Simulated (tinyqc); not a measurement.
# IGBT as a p-i-n diode in series with a MOS channel, on-state and switching loss: effect of the high-injection lifetime

High injection (n = p) in a drift layer from x = -W/2 (anode) to +W/2 (cathode side), recombination only in the layer with lifetime tau, ideal emitters. The channel feeds the cathode side and carries the whole current. Auger recombination, carrier-carrier scattering, emitter losses and the carrier dip under the p body are left out.

b = mn/mp, B = (b - 1)/(b + 1), La = sqrt(2 Vt mn mp tau/(mn + mp)), y = W/(2 La). n(x) = (tau J/(2 q La))[cosh(x/La)/sinh y - B sinh(x/La)/cosh y]. Vm = Vt [(8 b/(b + 1)^2)(sinh y/s) arctan(s sinh y) + B ln((1 + B tanh^2 y)/(1 - B tanh^2 y))], s = sqrt(1 - B^2 tanh^2 y); Vj = Vt ln(n(-W/2) n(W/2)/ni^2), ni = sqrt(Nc Nv) exp(-Eg/(2 Vt)), Eg in volts; Vc = J Rch; Von = Vm + Vj + Vc. Stored charge tau J, turn-off energy Eoff = ks tau J Vdc, loss at half duty 0.5 J Von + f Eoff. A unipolar device on the same layer has Vu = J (W/(q mn Nd) + Rch).

Parameters, values chosen for the exercise; material values close to those of silicon: temperature T = 350 K; band gap Eg = 1.13 eV; conduction-band density of states at T Nc = 3.58e19 cm^-3; valence-band density of states at T Nv = 3.31e19 cm^-3; electron mobility mn = 997 cm^2/(V s); hole mobility mp = 342 cm^2/(V s); width of the drift layer W = 130 um; doping of the drift layer Nd = 5.9e13 cm^-3; current density J = 150 A/cm^2; channel and accumulation resistance Rch = 1.7 mohm cm^2; link voltage Vdc = 800 V; turn-off energy per stored charge and link voltage ks = 0.08; switching frequency f = 1 kHz.

Constants: q = 1.602176634e-19 C, kB = 1.380649e-23 J/K, Vt = kB T/q. Results are converted to the units shown.

The same in every row: Vu (V) = 207.2.

Results:

| tau (us) | y | Von (V) | Eoff (mJ/cm^2) | total loss (W/cm^2) |
|---|---|---|---|---|
| 0.24 | 3.385 | 2.166 | 2.304 | 164.7 |
| 0.39 | 2.656 | 1.547 | 3.744 | 119.8 |
| 1 | 1.658 | 1.205 | 9.600 | 100.0 |
| 1.7 | 1.272 | 1.157 | 16.32 | 103.1 |
| 2.8 | 0.9911 | 1.144 | 26.88 | 112.7 |
| 4.5 | 0.7818 | 1.148 | 43.20 | 129.3 |
| 7.4 | 0.6097 | 1.161 | 71.04 | 158.1 |
| 12 | 0.4788 | 1.180 | 115.2 | 203.7 |

Estimate the missing row, tau = 0.64 us.

Computed row:

| tau (us) | y | Von (V) | Eoff (mJ/cm^2) | total loss (W/cm^2) |
|---|---|---|---|---|
| 0.64 | 2.073 | 1.302 | 6.144 | 103.8 |

With this row back in the table: As tau goes from 0.24 to 12 us, Von goes from 2.17 through a minimum of 1.14 (at tau = 2.8 us among the rows listed) to 1.18 V, Eoff rises from 2.30 to 115 mJ/cm^2 and the total loss goes from 165 through a minimum of 100 (at tau = 1 us among the rows listed) to 204 W/cm^2. Von is below Vu in 9 of the 9 rows. A short lifetime starves the middle of the layer, a long one stores charge, hence the minimum of the loss. For tau = 1.7 to 12 us the density at the anode passes 2e17 cm^-3, where Auger recombination and emitter losses matter.

Computed by the program tinyqc: `OMP_NUM_THREADS=1 python tinyqc.py 2590020 2590021 out.jsonl`, one thread of a shared Intel Xeon 2.30GHz, about 0.01 s for the whole run.
